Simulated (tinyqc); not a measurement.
From depth x_j where C falls to C_B back to dose Q: ion implantation: universal nuclear stopping, Lindhard-Scharff electronic stopping and a Gaussian range profile. Computed by tinyqc, a small Python program. Command: `OMP_NUM_THREADS=1 python tinyqc.py 3001795 3001796 out.jsonl implant inv`. One thread of a shared host (Intel(R) Xeon(R) Processor @ 2.30GHz), about 0.7 s of CPU time with the checks.

An ion slows by elastic collisions with screened nuclei and by friction with electrons; channelling is ignored and the target is uniform.

Inputs (values chosen for the exercise, modelled on indium ions in copper):
```
quantity                                 value    unit
ion atomic number Z1                        49       -
ion mass M1                                115       u
target atomic number Z2                     29       -
target mass M2                           63.55       u
target density N                          84.9  1/nm^3
ion energy E                                98     keV
scale factor of electronic stopping k     0.94       -
background C_B                         3.6e+15  1/cm^3
```

Method:
- Reduced energy eps = 32.53 M2 E/(Z1 Z2 (M1 + M2)(Z1^0.23 + Z2^0.23)), E in keV; s_n = ln(1 + 1.1383 eps)/(2 (eps + 0.01321 eps^0.21226 + 0.19593 eps^0.5)) for eps up to 30 and ln(eps)/(2 eps) above; S_n = 8.462 Z1 Z2 M1 s_n/((M1 + M2)(Z1^0.23 + Z2^0.23)) in 1e-15 eV cm^2.
- S_e = k 3.83 Z1^(7/6) Z2/(Z1^(2/3) + Z2^(2/3))^(3/2) sqrt(E/M1) in 1e-15 eV cm^2, E in keV.
- Path length R = int_0^E dE'/(N (S_n + S_e)); energy lost to nuclei nu = int_0^E S_n/(S_n + S_e) dE' (both with E' = E y^3 and 64 Gauss-Legendre points in y).
- Estimates of Lindhard type: R_p = R/(1 + M2/(3 M1)), straggle dR_p = (2/3) R_p sqrt(M1 M2)/(M1 + M2).
- C(x) = C_p exp(-(x - R_p)^2/(2 dR_p^2)) with C_p = Q/(sqrt(2 pi) dR_p), 1 nm = 1e-7 cm; the profile falls to the background at x_j = R_p + dR_p sqrt(2 ln(C_p/C_B)); the peak atomic fraction is C_p/N.

Question. A run gave the result below. Find the dose Q, known to lie between 7.6e+14 and 2.1e+15 1/cm^2.

Depth x_j where C falls to C_B = 54.04087 nm

Answer.

Each step takes the trial c = (a f_b - b f_a)/(f_b - f_a), f being the result less the target and a, b, c the logarithms of the listed values; c replaces end b, the old b replaces a if the sign of f changed, and otherwise f_a is halved.

Scan of the range:
```
dose Q (1/cm^2)  depth x_j where C falls to C_B (nm)
7.60e+14                                     53.4215
9.00e+14                                     53.6543
1.07e+15                                     53.8907
1.26e+15                                     54.1126
1.50e+15                                     54.3476
1.77e+15                                     54.5692
2.10e+15                                     54.7966
```

False position (Illinois rule, in the logarithm of the input) inside the bracket:
```
step        end a        end b        trial  depth x_j where C falls to C_B (nm)
1     1.07000e+15  1.26000e+15  1.19515e+15                              54.0410
2     1.07000e+15  1.19515e+15  1.19486e+15                              54.0407
3     1.19515e+15  1.19486e+15  1.19500e+15                              54.0409
```

Depth x_j where C falls to C_B rises at every point of a 13-point scan of the range (every second point is shown), so one value fits; it is bracketed by 1.07e15 and 1.26e15. Answer: dose Q = 1.195e15 1/cm^2.
